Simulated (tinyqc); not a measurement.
Thermal stress and diffusional relaxation in a metal film: Coble and Nabarro-Herring creep, cooling and holds: one step, computed by the program tinyqc.

A thin film on a rigid substrate is stress-free at T0. Tension is positive and the film creeps linearly: d sigma/dt = -M (mismatch) dT/dt - sigma/tau.

Problem. Creep at the hold temperature. Creep rate per stress: Nabarro-Herring 14 D Omega/(k_B T d^2), Coble (14 pi) delta D_b Omega/(k_B T d^3), with D = D0 exp(-E/(k_B T)), delta D_b = (delta D_b)0 exp(-E_b/(k_B T)); 1/tau = M x (sum of both)/2 (biaxial strain rate is half the uniaxial one). Temperatures in kelvin are T(C) + 273.15. sigma(t) = sigma_0 exp(-t/tau), relaxed part sigma_0 - sigma(t); the grain size where both mechanisms are equal is pi delta D_b/D.

Inputs (values chosen for the exercise, modelled on aluminium films on silicon):
```
quantity                           value        unit
biaxial modulus M                    114         GPa
atomic volume Omega                 16.6  angstrom^3
lattice prefactor D0             0.00017       m^2/s
lattice energy E                    1.46          eV
boundary prefactor (delta D_b)0  6.4e-14       m^3/s
boundary energy E_b                0.862          eV
grain size d                        0.59          um
stress-free temperature T0           450           C
hold temperature T                   100           C
hold time t                        0.083           h
yield stress                         510         MPa
```

stress after a quench sigma_0 = 821.94 MPa

Constants: k_B = 1.380649e-23 J/K; k_B = 8.617333262e-05 eV/K.

Give: Nabarro-Herring rate; Coble rate; relaxation time tau; stress after the hold; stress relaxed during the hold; crossover grain size.

Solution.

Nabarro-Herring rate = 4.209e-19 1/(Pa s)

Coble rate = 1.007e-13 1/(Pa s)

relaxation time tau = 0.04842 h

stress after the hold = 148.0 MPa

stress relaxed during the hold = 673.9 MPa

crossover grain size = 1.411e+05 um

Coble creep is 240000 times as fast as Nabarro-Herring creep at this grain size. The crossover size is formal, far above any film grain. Caution: the elastic stress exceeds the yield stress, so dislocation glide would cap it first. Caution: bulk creep laws overstate relaxation in a bonded film, where the substrate constrains boundary diffusion, and dislocation glide is left out.
